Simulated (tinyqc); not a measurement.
Inside a calculation: band offset of a heterojunction with an interface dipole (two-band chains, self-consistent charge). Values are carried at full precision from step to step, so a last printed digit may differ when a step is redone from the rounded ones.

Sites alternate A, C. Left: A at -G1/2, C at +G1/2, hopping -t1; right: A at D - G2/2, C at D + G2/2, hopping -t2; the bonds across the two interfaces of a ring (C left to A right, C right to A left) have -sqrt(t1 t2). D is the offset of the mid-gaps, so Ev(right) - Ev(left) = D - (G2 - G1)/2 and Ec(right) - Ec(left) = D + (G2 - G1)/2. The closing bond has its sign reversed (antiperiodic ring). Half the levels are filled with two electrons each. The charge moved is q = (electrons on the left) less one a site; the mean over the two interfaces, q/2, is taken as the charge that crosses each, and its dipole opposes the offset: D = D0 - u q/2.

Inputs chosen for the exercise (gaps near those of Si and HfO2; the chains and D0 are free models, so the offsets are not those of the real pair; not measured data): G1 = 1.07 eV (gap on the left); G2 = 6.02 eV (gap on the right); t1 = 1.86 eV (hopping on the left); t2 = 1.96 eV (hopping on the right); D0 = 1.53 eV (mid-gap of the right side above that of the left, without dipole); n = 2 (cells a side in the small ring); u = 7.6 eV (potential step per electron moved across); mx = 0.3 (mixing).

## The small ring at D = D0

Fill in H.

H (eV), lower triangle:
```
         AL1      CL1      AL2      CL2      AR1      CR1      AR2     CR2
AL1  -0.5350
CL1  -1.8600   0.5350
AL2        0  -1.8600  -0.5350
CL2        0        0  -1.8600   0.5350
AR1        0        0        0  -1.9093  -1.4800
CR1        0        0        0        0  -1.9600   4.5400
AR2        0        0        0        0        0  -1.9600  -1.4800
CR2   1.9093        0        0        0        0        0  -1.9600  4.5400
```

## Levels and site charges

Diagonalise, fill the lower half with two electrons each, and sum the electrons on the left (L) less one a site.

levels (eV): -3.6193  -3.1098  -2.0180  -1.1612  1.6184  3.0271  5.2545  6.1282

electrons on the sites: AL1 1.4559, CL1 0.7114, AL2 1.3679, CL2 0.6605, AR1 1.5979, CR1 0.2314, AR2 1.7364, CR2 0.2386

q = 0.1957 electrons

Electrons move to the left, the side whose mid-gap lies lower.

## Self-consistent offset

From here on the ring has 24 cells a side.

Start at D = D0; D(out) = D0 - u q(D)/2; D(new) = D + mx (D(out) - D); stop when |D(out) - D| < 1e-7 eV.

Iterations:

| i | D (eV) | q | D(out) (eV) | D(out) - D |
|---|---|---|---|---|
| 0 | 1.53000 | 0.21134 | 0.72690 | -0.803 |
| 1 | 1.28907 | 0.17243 | 0.87475 | -0.414 |
| 2 | 1.16478 | 0.15357 | 0.94644 | -0.218 |
| 3 | 1.09927 | 0.14392 | 0.98312 | -0.116 |
| 4 | 1.06443 | 0.13886 | 1.00235 | -0.0621 |
| 5 | 1.04580 | 0.13617 | 1.01255 | -0.0333 |
| 6 | 1.03583 | 0.13474 | 1.01799 | -0.0178 |
| 7 | 1.03048 | 0.13397 | 1.02090 | -0.00957 |
| 8 | 1.02760 | 0.13356 | 1.02246 | -0.00514 |
| ... | ... | ... | ... | ... |
| 22 | 1.02427 | 0.13309 | 1.02427 | -8.54e-07 |
| 23 | 1.02427 | 0.13309 | 1.02427 | -4.59e-07 |
| 24 | 1.02427 | 0.13309 | 1.02427 | -2.46e-07 |
| 25 | 1.02427 | 0.13309 | 1.02427 | -1.32e-07 |
| 26 | 1.02427 | 0.13309 | 1.02427 | -7.11e-08 |

D = 1.0243 eV

Converged at i = 26: the dipole removes 33 % of the starting offset.

## Linear response

chi = (q(+h) - q(-h))/(2h) at D = 0 with h = 0.01 eV; S = 1/(1 + u chi/2); linear estimate D = S D0.

chi = 0.12360 1/eV
S = 0.6804
linear estimate of D = 1.0410 eV

The self-consistent value is 1.0243 eV, -16.8 meV from the estimate. At D = 0 no net charge crosses: the mid-gaps are the neutrality levels of these symmetric chains.

## The line-up

Ev(right) - Ev(left) = D - (G2 - G1)/2 and Ec(right) - Ec(left) = D + (G2 - G1)/2, for D0, for the self-consistent D and for D = 0. Type I: the offsets have opposite signs; type III: one valence edge lies above the other conduction edge; else type II.

Offsets (eV):

| case | D | valence | conduction | type |
|---|---|---|---|---|
| no dipole | 1.530 | -0.945 | 4.005 | type I (straddling) |
| self-consistent | 1.024 | -1.451 | 3.499 | type I (straddling) |
| neutrality levels aligned | 0.000 | -2.475 | 2.475 | type I (straddling) |

The dipole shifts both offsets alike and leaves the type.

## Checks

- q at D = 0 against zero, as particle-hole symmetry demands: both 0.000000.
- q at the self-consistent D on 24 against 48 cells a side: both 0.1331.

Computed by tinyqc, a small Python program: `OMP_NUM_THREADS=1 python tinyqc.py 1482621 1482622 out.jsonl` (the numbers bound the seed that draws the inputs); one thread of a shared host (Intel(R) Xeon(R) Processor @ 2.30GHz), about 0.4 s for the whole set of steps.
